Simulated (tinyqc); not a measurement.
# Solid solubility of a dopant against its melt (retrograde solidus), clustering and the electrically active fraction, step by step

A worked calculation. Computed by tinyqc, a small Python program that keeps every step. Command: `OMP_NUM_THREADS=1 python tinyqc.py 3013242 3013243 out.jsonl retro walk`. One thread of a shared host (Intel(R) Xeon(R) Processor @ 2.30GHz), about 0.01 s of CPU time with the checks. Intermediate numbers are printed to about 6 digits and carried at full precision; extremes and crossings named in words are read from the listed rows.

Inputs (values chosen for the exercise, for a model dopant): melting point of the host T_m = 1687 K; heat of melting of the host H_f = 50.2 kJ/mol; interaction L of the melt = 7.8 kJ/mol; enthalpy of transfer from melt to solid H = 0.375 eV; entropy of transfer S = -1.58 k_B; site density N0 = 5e+22 1/cm^3; temperature T = 1020 K; total dopant density N_t = 3.6e+20 1/cm^3; atoms per cluster m = 4; cluster scale N* at 1273 K = 2.3e+20 1/cm^3; activation energy E_b of the cluster scale = 0.3 eV; anneal temperature T_a = 1050 K; mobility mu = 95 cm^2/(V s).

Clustering: clusters of m atoms, electrons left out.

Constants: R = 8.314462618 J/(mol K); k_B = 8.617333262e-05 eV/K; e = 1.602176634e-19 C; N_A = 6.02214076e+23 1/mol.

## Liquidus and solidus at T

x_l and x_s are atom fractions of the dopant in melt and solid; the solid is dilute. Liquidus of the host: R T ln(1 - x_l) + L x_l^2 = -H_f (1 - T/T_m). Distribution: k = x_s/x_l = exp[L (1 - x_l)^2/(R T)] exp(S/k_B - H/(k_B T)), the first factor being the activity coefficient in the melt. Solubility = x_s N0; at T_m x_l = 0.

x_l = 0.958646

distribution coefficient k = 0.00289493

x_s = 0.00277521

solubility = 1.38761e+20 1/cm^3

k at the melting point = 0.0272295

k has changed by a factor 0.11 from its value at T_m, while x_l has grown from 0 to 0.959.

## The retrograde maximum

The largest x_s N0 between 900 K and T_m. For an ideal melt with constant heats the maximum has x_l = H_f/(H + H_f), H in the same units.

temperature of the maximum = 1416.77 K

largest solubility = 3.19407e+20 1/cm^3

x_l there = 0.602760

ideal-melt value H_f/(H + H_f) = 0.581140

The maximum lies 270 K below T_m: above it the melt runs out of dopant, below it k falls as exp(-H/(k_B T)).

## The solidus

The formulas are those given above.

Against temperature:
```
T (K)       x_l          k  solubility (1/cm^3)  over the maximum
1000   0.964241  0.0026572          1.28108e+20          0.401079
1100   0.929065  0.0039589          1.83903e+20          0.575763
1200   0.870623  0.0055535          2.41750e+20          0.756872
1300   0.777152  0.0075092          2.91791e+20          0.913540
1400   0.632886  0.0100715          3.18706e+20          0.997806
1500   0.429749  0.0138738          2.98113e+20          0.933331
1580   0.242070  0.0184415          2.23206e+20          0.698814
1640   0.102936  0.0229796          1.18272e+20          0.370285
1675   0.025674  0.0260864          3.34871e+19          0.104841
```

Between the first rows the Arrhenius energy of the solubility is 0.34 eV, against H = 0.375 eV; it shrinks to zero at 1417 K and turns negative beyond. A crystal saturated at the maximum precipitates dopant-rich liquid on cooling and on heating alike. Below a eutectic or compound temperature another phase would set the limit.

## Active fraction after the anneal

A highly soluble donor (another dopant than that of the solidus) is limited by clustering. Donors N_a are active, and clusters hold m atoms each: N_t = N_a + m C, m C = N* (N_a/N*)^m, with N*(T) = N*(1273 K) exp[-(E_b/k_B)(1/T - 1/1273)]. Resistivity = 1/(e mu N_a).

N*(T_a) = 1.28672e+20 1/cm^3

active density N_a = 1.46105e+20 1/cm^3

active fraction = 0.405846

resistivity = 0.449679 milliohm cm

Doubling the dose would raise N_a by only 26 %. Caution: this clustering law is a generic form; degeneracy and a doping-dependent mobility are left out.

## Active against total

A highly soluble donor (another dopant than that of the solidus) is limited by clustering. Donors N_a are active, and clusters hold m atoms each: N_t = N_a + m C, m C = N* (N_a/N*)^m, with N*(T) = N*(1273 K) exp[-(E_b/k_B)(1/T - 1/1273)].

Active density (1/cm^3):
```
N_t (1/cm^3)   N_a at T_a  fraction  N_a at T_a + 150 K  N_a at T_a - 150 K
1.00e+19      9.99531e+18  0.999531         9.99865e+18         9.97561e+18
3.00e+19      2.96378e+19  0.987927         2.98919e+19         2.83980e+19
1.00e+20      8.03928e+19  0.803928         9.07981e+19         6.24745e+19
2.00e+20      1.15747e+20  0.578735         1.43150e+20         8.30145e+19
5.00e+20      1.63615e+20  0.327230         2.14326e+20         1.12027e+20
1.00e+21      2.02992e+20  0.202992         2.70897e+20         1.36819e+20
2.00e+21      2.47199e+20  0.123599         3.33107e+20         1.65203e+20
5.00e+21      3.16058e+20  0.063212         4.28665e+20         2.09993e+20
```

The exponent d ln N_a/d ln N_t falls from 0.99 to 0.27, towards 1/m = 0.250. At the highest dose a 150 K hotter anneal gives 1.36 times the active density, and a later step 150 K cooler would cut it to 0.66 if it ran to equilibrium: short hot anneals come last. For ionised donors far above n_i the electrons enter the mass action too and halve the limiting exponent.

Checks made by the program: the ideal-melt maximum (relative difference 2e-10).
